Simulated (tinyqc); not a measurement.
One-diode model of a solar cell: one step of the calculation.

J is the current delivered and Vj = V + J Rs the junction voltage. J = X JL - J01 (exp(Vj/(n1 Vt)) - 1) - Vj/Rp. The photocurrent does not depend on voltage.

Problem. New Vj. Maximum power: dP/dVj = f = J (1 + 2 Rs G) - G Vj = 0. G = -dJ/dVj = J01 exp(Vj/(n1 Vt))/(n1 Vt) + 1/Rp. H = dG/dVj; f' = -2 G - 2 Rs G^2 + (2 Rs J - Vj) H; Vj(new) = Vj - f/f'.

Parameters, values chosen for the exercise; values of the order met in cells of cadmium telluride: temperature T = 273 K; photocurrent at one sun JL = 26.9 mA/cm^2; concentration X = 0.1 suns; saturation current of the diode J01 = 2.4e-11 A/cm^2; ideality factor of the diode n1 = 1.6; series resistance Rs = 0.73 ohm cm^2; shunt resistance Rp = 1000 ohm cm^2.

Constants: q = 1.602176634e-19 C, kB = 1.380649e-23 J/K, Vt = kB T/q. Results are converted to the units shown.

Vj at the start = 0.62 V

Wanted: J; G; H; f; f'; Vj after iteration 1.

Solution.

J = 1.7282 mA/cm^2
G = 0.010080 S/cm^2
H = 0.24123 S/(cm^2 V)
f = -4.4960 mA/cm^2
f' = -0.16926 S/cm^2
Vj after iteration 1 = 0.59344 V

Program tinyqc, `OMP_NUM_THREADS=1 python tinyqc.py 2280032 2280033 out.jsonl`; Intel Xeon 2.30GHz, shared host, one thread, about 0.01 s.
